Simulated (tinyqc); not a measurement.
Single-band model of a thermoelectric material: one step, computed by the program tinyqc.

One spherical band, one scattering law, no minority carriers and no phonon drag. In a real material minority carriers limit |S| to about E_g/(2 e T), so larger values are formal. eta = E_F/(k_B T) is counted from the band edge; f = 1/(1 + exp(x - eta)).

Question. Coefficients. sigma = e mu_0 N_0 <s> with mu_0 = e tau_0/m = mu_300 (T/300 K)^(-p); |S| = (k_B/e)(<x s>/<s> - eta); Lorenz number L = (k_B/e)^2 (<x^2 s>/<s> - (<x s>/<s>)^2); kappa_e = L sigma T; zT = S^2 sigma T/(kappa_L + kappa_e). Hall factor r_H = <G^(3/2)> <G^(3/2 + 2r)/D^4>/<s>^2; drift mobility sigma/(n e) with n = N_0 <G^(3/2)>; power factor S^2 sigma.

Inputs (values chosen for the exercise, for a model material): mobility parameter mu_300 = 410 cm^2/(V s); temperature exponent p = 0; lattice thermal conductivity kappa_L = 0.83 W/(m K); temperature T = 340 K.

Band: parabolic. Scattering: constant relaxation time, r = 0.

N_0 = 2.627613e+19 1/cm^3

<s> = 1.636467

<x s> = 4.961837

reduced Fermi level eta = 0.6358589

<x^2 s> = 19.33488

<G^(3/2)> = 1.636467

<G^(3/2 + 2r)/D^4> = 1.636467

Constants: e = 1.602176634e-19 C; k_B = 8.617333262e-05 eV/K.

Give: conductivity sigma; Seebeck coefficient |S|; Lorenz number L; drift mobility; Hall factor r_H; power factor; kappa_e; zT.

Answer.

conductivity sigma = 2825 S/cm

Seebeck coefficient |S| = 206.5 microvolt/K

Lorenz number L = 1.947 1e-8 V^2/K^2

drift mobility = 410 cm^2/(V s)

Hall factor r_H = 1

power factor = 120.4 microwatt/(cm K^2)

kappa_e = 1.870 W/(m K)

zT = 1.517

L is 80 % of the degenerate value pi^2/3 (k_B/e)^2 = 2.443; the classical limit for this r is (r + 5/2)(k_B/e)^2 = 1.856. The charge carriers transport 69 % of the heat.
